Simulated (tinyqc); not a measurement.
Atomic layer deposition: Langmuir saturation, growth per cycle and coating of deep features: one step, computed by the program tinyqc. Command: `OMP_NUM_THREADS=1 python tinyqc.py 3026814 3026815 out.jsonl ald walk`. One thread of a shared host (Intel(R) Xeon(R) Processor @ 2.30GHz), about 0.01 s of CPU time with the checks.

Precursor A sticks only on free sites, so a long enough pulse saturates; co-reactant B then frees the sites again.

Question. Flux and saturation time. Wall flux F = p/sqrt(2 pi M k_B T); rate of filling k_a = beta F/q; desorption k_d = 1e13 exp(-E_d/(k_B T)) per second. 1/m^2 = 1e-18/nm^2. Temperatures in kelvin are T(C) + 273.15.

Inputs (values chosen for the exercise, modelled on aluminium oxide from trimethylaluminium and water):
```
quantity,value,unit
precursor mass M,72,u
site density q,4.5,1/nm^2
sticking probability beta on free sites,0.0068,-
precursor pressure p,18,Pa
temperature T,175,C
desorption energy E_d,1.5,eV
```

Constants: u = 1.6605390666e-27 kg; k_B = 1.380649e-23 J/K; k_B = 8.617333262e-05 eV/K.

Give: flux F; k_a; k_d; time to 99 % without desorption, ln(100)/k_a.

Answer.

flux F = 2.640e+05 1/(nm^2 s)

k_a = 399.0 1/s

k_d = 1.353e-04 1/s

time to 99 % without desorption, ln(100)/k_a = 0.01154 s
